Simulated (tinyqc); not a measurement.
Born-von Karman spring model of a cubic crystal with one atom per cell. From elastic Debye temperature back to radial spring k1L. Computed by tinyqc, a small Python program. Command: `OMP_NUM_THREADS=1 python tinyqc.py 3009671 3009672 out.jsonl springs inv`. One thread of a shared host (Intel(R) Xeon(R) Processor @ 2.30GHz), about 0.1 s of CPU time with the checks.

First neighbours lie at a/2 (1,1,1) (8 of them), second at a (1,0,0) (6), with all permutations and signs; the volume per atom is Omega = a^3/2. Two shells of springs match a real metal only roughly, above all at the zone boundary.

Inputs (values chosen for the exercise, modelled on tungsten):

| quantity | value | unit |
|---|---|---|
| lattice constant a | 3.165 | angstrom |
| atomic mass M | 183.84 | u |
| transverse spring k1T | -0.2 | eV/angstrom^2 |
| radial spring k2L | 3.7 | eV/angstrom^2 |
| transverse spring k2T | -0.026 | eV/angstrom^2 |

Lattice: bcc.

Constants: 1 eV/angstrom^3 = 160.2176634 GPa; u = 1.6605390666e-27 kg; hbar = 1.054571817e-34 J s; k_B = 1.380649e-23 J/K.

Method:
- [ij,kl] = (1/(2 Omega)) sum_R K_ij R_k R_l; C11 = [xx,xx], C44 = [xx,yy], C12 = 2 [xy,xy] - C44; B = (C11 + 2 C12)/3; Zener ratio A = 2 C44/(C11 - C12). K(R) = kL n n^T + kT (1 - n n^T).
- rho = M/Omega and v = sqrt(C/rho), with C = C11, C44, C44 along [100]; (C11 + C12 + 2 C44)/2, C44, (C11 - C12)/2 along [110]; (C11 + 2 C12 + 4 C44)/3 and twice (C11 - C12 + C44)/3 along [111].
- Christoffel matrix G_xx = C11 n_x^2 + C44 (1 - n_x^2), G_xy = (C12 + C44) n_x n_y, with eigenvalues rho v^2; v_m^-3 is the mean of v^-3 over three branches and all directions (12 Gauss-Legendre points in cos(theta) times 24 angles phi = (j + 1/2) pi/12); q_D = (6 pi^2/Omega)^(1/3); Theta = hbar v_m q_D/k_B.

Problem. A run gave the result below. Find the radial spring k1L, known to lie between 3.3 and 7.6 eV/angstrom^2.

elastic Debye temperature = 375.6196 K

Solution.

Each step takes the trial c = (a f_b - b f_a)/(f_b - f_a), f being the result less the target and a, b, c the logarithms of the listed values; c replaces end b, the old b replaces a if the sign of f changed, and otherwise f_a is halved.

Scan of the range:

| radial spring k1L (eV/angstrom^2) | elastic Debye temperature (K) |
|---|---|
| 3.30 | 326.869 |
| 3.79 | 343.638 |
| 4.36 | 360.862 |
| 5.01 | 378.203 |
| 5.76 | 395.871 |
| 6.61 | 413.569 |
| 7.60 | 431.796 |

False position (Illinois rule, in the logarithm of the input) inside the bracket:

| step | end a | end b | trial | elastic Debye temperature (K) |
|---|---|---|---|---|
| 1 | 4.36000 | 5.01000 | 4.90736 | 375.603 |
| 2 | 5.01000 | 4.90736 | 4.90800 | 375.620 |
| 3 | 5.01000 | 4.90800 | 4.90800 | 375.620 |
| 4 | 4.90800 | 4.90800 | 4.90800 | 375.620 |

Elastic Debye temperature rises at every point of a 13-point scan of the range (every second point is shown), so one value fits; it is bracketed by 4.36 and 5.01. Answer: radial spring k1L = 4.908 eV/angstrom^2.
